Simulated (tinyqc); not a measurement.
Solid solubility of a dopant against its melt (retrograde solidus), clustering and the electrically active fraction: one step, computed by the program tinyqc.

Task: Active fraction after the anneal. A highly soluble donor (another dopant than that of the solidus) is limited by clustering. Donors N_a are active, and clusters hold m atoms each: N_t = N_a + m C, m C = N* (N_a/N*)^m (n/N*)^m, each atom taking one electron, n = N_a/2 + sqrt(N_a^2/4 + n_i^2), n_i = prefactor x T^1.5 exp(-E_i/(k_B T)), with N*(T) = N*(1273 K) exp[-(E_b/k_B)(1/T - 1/1273)]. Resistivity = 1/(e mu N_a).

Inputs (values chosen for the exercise, for a model dopant): total dopant density N_t = 3.2e+20 1/cm^3; atoms per cluster m = 4; cluster scale N* at 1273 K = 3.9e+20 1/cm^3; activation energy E_b of the cluster scale = 0.58 eV; anneal temperature T_a = 1075 K; prefactor of n_i = 3.99e+16 1/(cm^3 K^1.5); energy E_i in n_i = 0.608 eV; mobility mu = 75 cm^2/(V s).

Clustering: clusters that take up free electrons.

Constants: k_B = 8.617333262e-05 eV/K; e = 1.602176634e-19 C.

Give: N*(T_a); active density N_a; active fraction; resistivity.

Result:

N*(T_a) = 1.473e+20 1/cm^3

active density N_a = 1.499e+20 1/cm^3

active fraction = 0.4686

resistivity = 0.5550 milliohm cm

Doubling the dose would raise N_a by only 14 %. Caution: this clustering law is a generic form; degeneracy and a doping-dependent mobility are left out.
